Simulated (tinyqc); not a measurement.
Classical nucleation, growth and JMAK kinetics of crystallisation from a melt or glass: one step, computed by the program tinyqc. Command: `OMP_NUM_THREADS=1 python tinyqc.py 3023732 3023733 out.jsonl nucl walk`. One thread of a shared host (Intel(R) Xeon(R) Processor @ 2.30GHz), about 0.01 s of CPU time with the checks.

A spherical nucleus cap on a flat wall with a sharp interface of isotropic energy gamma; lambda = Omega^(1/3) is the jump distance.

Problem. Steady nucleation rate. Driving force per volume: dG = H (T_m - T)/T_m. Shape factor f = (2 + cos theta)(1 - cos theta)^2/4. W(r) = f [4 pi r^2 gamma - (4/3) pi r^3 dG]; r* = 2 gamma/dG; W* = f 16 pi gamma^3/(3 dG^2); n* = f (4/3) pi r*^3/Omega. D = D0 exp(-Q/(k_B T)); attachment rate k+ = (A*/lambda^2) D/lambda^2 with A* = 2 pi r*^2 (1 - cos theta); Zeldovich factor Z = sqrt(W*/(3 pi k_B T))/n*; sites per volume N = S_v/lambda^2; I = N Z k+ exp(-W*/(k_B T)); lag time = 1/(4 pi Z^2 k+).

Inputs (values chosen for the exercise, for a model substance): melting point T_m = 1770 K; heat of melting per volume H = 1480 J/cm^3; interface energy gamma = 0.145 J/m^2; atomic volume Omega = 23.5 angstrom^3; temperature T = 1492 K; diffusion prefactor D0 = 3.8e-05 m^2/s; activation energy Q = 1.57 eV; contact angle theta = 110 degrees; wall area per volume S_v = 420000 1/m.

Nucleation: on a flat wall. Driving force: Turnbull (linear).

Constants: k_B = 8.617333262e-05 eV/K; k_B = 1.380649e-23 J/K.

Give: diffusivity D; attachment rate k+; Zeldovich factor Z; sites N; nucleation rate I; lag time.

Solution.

diffusivity D = 1.890e-10 m^2/s

attachment rate k+ = 3.686e+11 1/s

Zeldovich factor Z = 0.007379

sites N = 5.119e+24 1/m^3

nucleation rate I = 1.842e+19 1/(m^3 s)

lag time = 3.965e-09 s
